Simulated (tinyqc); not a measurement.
Front-illuminated p-i-n photodiode, quantum efficiency and bandwidth: one step of the calculation.

Light enters through a p layer (0 to xp), a depleted layer (xp to xp + wi) and a thick n substrate, decaying as exp(-al x); one pass, no back reflection. Carriers made in the depleted layer are all collected; those in the neutral layers diffuse.

Task. Quantum efficiency. k = al Ln, s = S Ln/Dn, e = exp(-al xp); front layer f1 = (k/(k^2 - 1)) {[s + k - e (s cosh(xp/Ln) + sinh(xp/Ln))]/[s sinh(xp/Ln) + cosh(xp/Ln)] - k e}; depleted layer f2 = e (1 - exp(-al wi)); substrate f3 = e exp(-al wi) al Lp/(1 + al Lp); external efficiency (1 - Rf)(f1 + f2 + f3); responsivity = efficiency q lam/(h c).

Parameters, values chosen for the exercise; values close to those of 4H silicon carbide at this wavelength:
- lam = 280 nm (wavelength)
- al = 15200 1/cm (absorption coefficient)
- Rf = 0.1 (reflectance of the front face)
- xp = 0.3 um (thickness of the front p layer)
- wi = 0.27 um (thickness of the depleted layer)
- Dn = 4.7 cm^2/s (electron diffusion coefficient in the p layer)
- Ln = 4.7 um (electron diffusion length in the p layer)
- S = 6000 cm/s (recombination velocity of the front surface)
- Lp = 2.6 um (hole diffusion length in the thick n substrate)

Constants: q = 1.602176634e-19 C, h = 6.62607015e-34 J s, c = 299792458 m/s. Results are converted to the units shown.

Wanted: s; f1; f2; f3; external efficiency; responsivity.

Result.

s = 0.60000
f1 = 0.35842
f2 = 0.21335
f3 = 0.33555
external efficiency = 0.81660
responsivity = 0.18442 A/W

The front layer absorbs 36.6 % of the light that enters and collects 97.9 % of that. Diffusion from the neutral layers makes up 76.5 % of the current.

Computed by the program tinyqc: `OMP_NUM_THREADS=1 python tinyqc.py 2250039 2250040 out.jsonl`, one thread of a shared Intel Xeon 2.30GHz, about 0.01 s for the whole run.
